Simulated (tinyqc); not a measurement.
Gain for each load and current direction: deformation-potential model of the Delta valleys of a conduction band.

Valleys with axes along x, y and z, each a pair at +k and -k. Herring-Vogt shift of a valley with unit axis a: dE = Xd tr(e) + Xu a.e.a. Non-degenerate shares n_i = exp(-dE_i/kT)/sum_j exp(-dE_j/kT). Inverse mass tensor of a valley: (1 - a a)/mt + a a/ml; the masses are taken as independent of strain.

s11 = (C11 + C12)/((C11 - C12)(C11 + 2 C12)), s12 = -C12/((C11 - C12)(C11 + 2 C12)), s44 = 1/C44; exx = s11 sxx + s12 (syy + szz) and cyclic, exy = s44 sxy/2; tension is positive. A uniaxial stress X along the unit vector n is s_ij = X n_i n_j.

Constants: kB = 8.617333262e-05 eV/K.

Values chosen for the exercise (near those of Si; shifted at random, so the results belong to these values and not to a real crystal): ml = 0.903 m0 (longitudinal mass); mt = 0.194 m0 (transverse mass); Xd = 1.03 eV (dilation potential); Xu = 9.4 eV (uniaxial potential); C11 = 165.7 GPa; C12 = 63.3 GPa; C44 = 79.1 GPa; X1 = 1.5 GPa (size of the stress); T = 300 K (temperature).

Each load has the size X1. Gain m_c(0)/m_c - 1 in per cent from repopulation alone, m_c = 1/(u.M.u), M = sum_i n_i (inverse mass tensor); biaxial means sxx = syy.

Gain (%); + is tension, - compression:

| load | [100] | [010] | [001] | [110] | [1-10] | [111] |
|---|---|---|---|---|---|---|
| uniaxial [110] (+) | 28.9 | 28.9 | -57.9 | 28.9 | 28.9 | 0.0 |
| uniaxial [110] (-) | -15.9 | -15.9 | 31.9 | -15.9 | -15.9 | 0.0 |
| uniaxial [100] (+) | 35.2 | -17.6 | -17.6 | 8.8 | 8.8 | 0.0 |
| uniaxial [100] (-) | -69.9 | 34.9 | 34.9 | -17.5 | -17.5 | 0.0 |
| uniaxial [111] (+) | 0.0 | 0.0 | 0.0 | 0.0 | 0.0 | 0.0 |
| uniaxial [111] (-) | 0.0 | 0.0 | 0.0 | 0.0 | 0.0 | 0.0 |
| biaxial (001) (+) | 34.9 | 34.9 | -69.9 | 34.9 | 34.9 | 0.0 |
| biaxial (001) (-) | -17.6 | -17.6 | 35.2 | -17.6 | -17.6 | 0.0 |

The largest gain is +35.2 %, for uniaxial [100] (+) with the current along [100] and biaxial (001) (-) with the current along [001]; for a [110] channel it is +34.9 %, under biaxial (001) (+). No gain or loss appears under uniaxial [111]: the valleys stay equivalent (in real silicon shear also changes the masses, which this model leaves out).

Run: tinyqc, `OMP_NUM_THREADS=1 python tinyqc.py 1051133 1051134 out.jsonl`; Intel(R) Xeon(R) Processor @ 2.30GHz, one thread, shared host; about 0.01 s of CPU time with all checks.
